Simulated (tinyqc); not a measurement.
From completion time back to metal thickness h: growth of a silicide layer between metal and silicon: linear-parabolic kinetics, ramp anneals and Kissinger analysis. Computed by tinyqc, a small Python program. Command: `OMP_NUM_THREADS=1 python tinyqc.py 3014910 3014911 out.jsonl silicide inv`. One thread of a shared host (Intel(R) Xeon(R) Processor @ 2.30GHz), about 0.1 s of CPU time with the checks.

One compound layer of thickness x grows by diffusion through itself and reaction at an interface, dx/dt = 1/(2x/K + 1/v), until the metal is used up at x = a h.

Inputs (values chosen for the exercise, modelled on TiSi2):

| quantity | value | unit |
|---|---|---|
| silicide formed per metal thickness a | 2.51 | - |
| prefactor of the parabolic constant K | 7.8e+10 | nm^2/s |
| activation energy E of K | 1.81 | eV |
| prefactor of the interface velocity v | 4.1e+11 | nm/s |
| activation energy E_v | 1.99 | eV |
| temperature T | 580 | C |
| time t | 31 | s |

Constants: k_B = 8.617333262e-05 eV/K.

Method:
- The silicide ends at the thickness a h.
- K = K0 exp(-E/(k_B T)), v = v0 exp(-E_v/(k_B T)).
- Temperatures in kelvin are T(C) + 273.15.
- x^2/K + x/v = t, so x = (K/(2v)) [sqrt(1 + 4 v^2 t/K) - 1], capped at a h; completion time t_c = (a h)^2/K + a h/v, a h being the final thickness; crossover thickness K/v.

Problem. A run gave the result below. Find the metal thickness h, known to lie between 41 and 120 nm.

completion time = 14631.71 s

Solution.

Each step takes the trial c = (a f_b - b f_a)/(f_b - f_a), f being the result less the target and a, b, c the logarithms of the listed values; c replaces end b, the old b replaces a if the sign of f changed, and otherwise f_a is halved.

Scan of the range:

| metal thickness h (nm) | completion time (s) |
|---|---|
| 41.0 | 6825.7 |
| 49.0 | 9716.0 |
| 58.6 | 13856.0 |
| 70.1 | 19780.0 |
| 83.9 | 28276.9 |
| 100.0 | 40103.6 |
| 120.0 | 57665.6 |

False position (Illinois rule, in the logarithm of the input) inside the bracket:

| step | end a | end b | trial | completion time (s) |
|---|---|---|---|---|
| 1 | 58.6000 | 70.1000 | 59.9912 | 14516.8 |
| 2 | 70.1000 | 59.9912 | 60.1956 | 14615.1 |
| 3 | 70.1000 | 60.1956 | 60.2543 | 14643.5 |
| 4 | 60.1956 | 60.2543 | 60.2300 | 14631.7 |
| 5 | 60.2543 | 60.2300 | 60.2300 | 14631.7 |

Completion time rises at every point of a 13-point scan of the range (every second point is shown), so one value fits; it is bracketed by 58.6 and 70.1. Answer: metal thickness h = 60.23 nm.

Caution: a disilicide really forms through metal-rich phases and by nucleation, not as one layer from the metal.
